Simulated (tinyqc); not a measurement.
Comparisons within one model: two-band k.p model of the Delta valleys near the X point under shear strain. A value that a table varies takes the place of the one given here.

Valley pair on the [001] axis, kz counted from the X point, c = hbar^2/2m0, k0 = kx0 2 pi/a. H = (c kz^2/ml + c (kx^2 + ky^2)/mt + c k0^2/ml) 1 + (2 c k0 kz/ml) sigma_z + (D exy - 2 c kx ky/Mp) sigma_x, so E = c kz^2/ml + c (kx^2 + ky^2)/mt + c k0^2/ml -/+ sqrt((2 c k0 kz/ml)^2 + (D exy - 2 c kx ky/Mp)^2). Without strain the lower band has its minima, E = 0, at kz = +/- k0. Shifts from diagonal strain are left out.

For |eta| < 1: k_min = k0 sqrt(1 - eta^2), E_min = -Delta eta^2/2, ml(eta) = ml/(1 - eta^2), 1/m[110] = 1/mt + eta/Mp, 1/m[1-10] = 1/mt - eta/Mp. For |eta| > 1 the minimum sits at X: E_min = -Delta (2 |eta| - 1)/2, ml(eta) = ml/(1 - 1/|eta|), and eta is replaced by its sign in the transverse masses. Here Delta = 2 c k0^2/ml and eta = D exy/Delta.

s11 = (C11 + C12)/((C11 - C12)(C11 + 2 C12)), s12 = -C12/((C11 - C12)(C11 + 2 C12)), s44 = 1/C44; exx = s11 sxx + s12 (syy + szz) and cyclic, exy = s44 sxy/2; tension is positive. A uniaxial stress X along the unit vector n is s_ij = X n_i n_j.

Constants: hbar^2/2m0 = 3.80998211 eV angstrom^2; kB = 8.617333262e-05 eV/K.

Values chosen for the exercise (near those of Si; shifted at random, so the results belong to these values and not to a real crystal): a = 5.447 angstrom (lattice constant); ml = 0.915 m0 (longitudinal mass); mt = 0.195 m0 (transverse mass); kx0 = 0.155 2 pi/a (distance of the minimum from X); D = 14.3 eV (shear deformation potential); Mp = 0.232 m0 (coupling mass); C11 = 168.5 GPa; C12 = 64 GPa; C44 = 80.7 GPa; Xu = 9.4 eV (uniaxial potential); T = 200 K (temperature); exy = -0.016 (shear strain).

## Sweep of the shear strain

Delta = 2 c k0^2/ml, eta = D exy/Delta.

The minimum:
```
exy       eta  k_min/k0  E_min (meV)  ml(eta)  m[110]  m[1-10]  density-of-states mass
0.0000  0.000     1.000          0.0    0.915  0.1950   0.1950                   0.326
0.0019  0.102     0.995         -1.4    0.925  0.1796   0.2133                   0.328
0.0047  0.252     0.968         -8.5    0.977  0.1609   0.2475                   0.339
0.0093  0.500     0.866        -33.2    1.219  0.1373   0.3361                   0.383
0.0140  0.752     0.659        -75.3    2.106  0.1195   0.5300                   0.511
0.0168  0.902     0.431       -108.4    4.929  0.1109   0.8074                   0.761
0.0223  1.198     0.000       -185.8    5.540  0.1059   1.2227                   0.895
0.0298  1.601     0.000       -293.0    2.438  0.1059   1.2227                   0.681
```

The valleys reach X at eta = 1, that is exy = 0.0186. The shift is quadratic up to eta = 1 (-8.5 meV at eta = 0.25, -33.2 meV at 0.50) and linear beyond, while 1/m[110] rises linearly, taking m[110] from 0.195 to its floor 0.1059, a gain of 84 % in 1/m. ml(eta) diverges at eta = 1; the largest value listed is 5.54. A deformation-potential model with fixed masses misses all of this.

## Tension along [110]: repopulation and mass change

The z valleys move against the x and y valleys by Xu (ezz - exx) and, through the shear, by E_min. Share of the z valleys n = w/(w + 2 exp(dE/kT)), dE the total relative shift, w = sqrt(ml(eta) m[110] m[1-10]/(ml mt^2)). Along [110]: 1/m_c = n/m[110] + (1 - n)(1/ml + 1/mt)/2. Fixed masses means E_min = 0, w = 1, m[110] = mt. Gains are against 3/(1/ml + 2/mt) at a fixed scattering time.

Results:
```
X (GPa)  Xu (ezz - exx) (meV)  E_min (meV)  m[110]  m_c fixed masses  m_c with shear  gain fixed (%)  gain with shear (%)
0.00                      0.0          0.0  0.1950            0.2643          0.2643             0.0                  0.0
0.25                    -11.2         -0.2  0.1884            0.2440          0.2384             8.3                 10.9
0.50                    -22.5         -0.9  0.1823            0.2263          0.2135            16.8                 23.8
1.00                    -45.0         -3.7  0.1711            0.2054          0.1798            28.7                 47.0
1.50                    -67.5         -8.3  0.1612            0.1980          0.1630            33.5                 62.1
2.00                    -90.0        -14.7  0.1524            0.1958          0.1527            35.0                 73.1
3.00                   -134.9        -33.2  0.1374            0.1951          0.1374            35.5                 92.4
```

At 1 GPa repopulation alone gives 28.7 % and the shear terms raise it to 47.0 %. From 2 to 3 GPa the fixed-mass gain grows by 0.5 points, towards its ceiling of 35.6 % when all electrons sit in the z valleys, whereas the gain with shear grows by 19.3 points because m[110] keeps falling.

## What each parameter does

Delta = 2 c k0^2/ml, eta = D exy/Delta. Each row changes one parameter from the base and keeps the others.

Results:
```
case                      eta  E_min (meV)  ml(eta) (m0)  m[110] (m0)  m[1-10] (m0)
base                  -0.8594       -98.32        3.5009       0.7024        0.1132
ml = 0.97905 m0       -0.9196      -105.20        6.3437       0.8588        0.1100
mt = 0.20865 m0       -0.8594       -98.32        3.5009       0.9189        0.1177
kx0 = 0.14415 2 pi/a  -0.9937      -113.68       72.7067       1.1833        0.1063
D = 15.301 eV         -0.9196      -112.57        5.9287       0.8588        0.1100
Mp = 0.24824 m0       -0.8594       -98.32        3.5009       0.6002        0.1164
exy = -0.01712        -0.9196      -112.57        5.9287       0.8588        0.1100
```

The largest shifts from the base row, up to three for each result and ties (the steps differ in size, so this ranks the rows, not the parameters). eta: kx0 -0.1342, ml -0.0602, D -0.0602, exy -0.0602; unchanged at the printed digits by mt and Mp. E_min (meV): kx0 -15.36, D -14.25, exy -14.25; unchanged at the printed digits by mt and Mp. ml(eta) (m0): kx0 +69.2058, ml +2.8428, D +2.4278, exy +2.4278; unchanged at the printed digits by mt and Mp. m[110] (m0): kx0 +0.4810, mt +0.2165, ml +0.1564, D +0.1564, exy +0.1564. m[1-10] (m0): kx0 -0.0070, mt +0.0045, ml -0.0032, D -0.0032, exy -0.0032, Mp +0.0032.

(tinyqc, `OMP_NUM_THREADS=1 python tinyqc.py 1081290 1081291 out.jsonl`, Intel(R) Xeon(R) Processor @ 2.30GHz, 1 thread, shared host, about 0.01 s.)
